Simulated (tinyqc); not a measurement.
Sweep of alpha: linear model of a band gap against the share of exact exchange.

E(alpha) = E0 + S alpha. A wider gap screens less, modelled in the Penn form eps(alpha) = 1 + (e0 - 1)(EP/(EP + S alpha))^2 with a scale EP chosen for the exercise. A dielectric-dependent hybrid takes alpha = 1/eps.

Inputs chosen for the exercise (of the order of those of diamond; the results hold for these values, not for the real material):
```
symbol  value  unit  meaning
E0      4.09   eV    gap of the semi-local functional
S       6.86   eV    slope dE/d(alpha)
e0      6.16         optical dielectric constant at alpha = 0
EP      26.3   eV    energy scale of the screening
Et      5.52   eV    target gap
```

Also the exciton scale relative to alpha = 0, (m/m(0))(eps(0)/eps)^2, with a mass proportional to E + D, D = E0/2 + 0.3 eV, a k.p rule for direct gaps only.

Results:
```
alpha  E (eV)    eps  alpha eps  exciton scale
0.00    4.090  6.160      0.000           1.00
0.10    4.776  5.901      0.590           1.21
0.15    5.119  5.779      0.867           1.32
0.20    5.462  5.661      1.132           1.44
0.25    5.805  5.548      1.387           1.56
0.35    6.491  5.333      1.866           1.83
0.50    7.520  5.038      2.519           2.29
```

Give the missing row, alpha = 0.05.

Computed row:
```
alpha  E (eV)    eps  alpha eps  exciton scale
0.05    4.433  6.028      0.301           1.10
```

alpha eps reaches 1 between alpha = 0.15 and 0.2 (fixed point 0.175), and the target gap is met between 0.2 and 0.25. At the fixed point the gap is 5.29 eV, -0.23 eV from the target. From 0 to 0.25 the gap grows by 1.71 eV while eps falls by 10 %; the exciton scale, which takes both, grows by a factor of 1.56 (formal for an indirect gap).

(tinyqc, `OMP_NUM_THREADS=1 python tinyqc.py 1880093 1880094 out.jsonl`, Intel(R) Xeon(R) Processor @ 2.30GHz, 1 thread, shared host, about 0.01 s.)
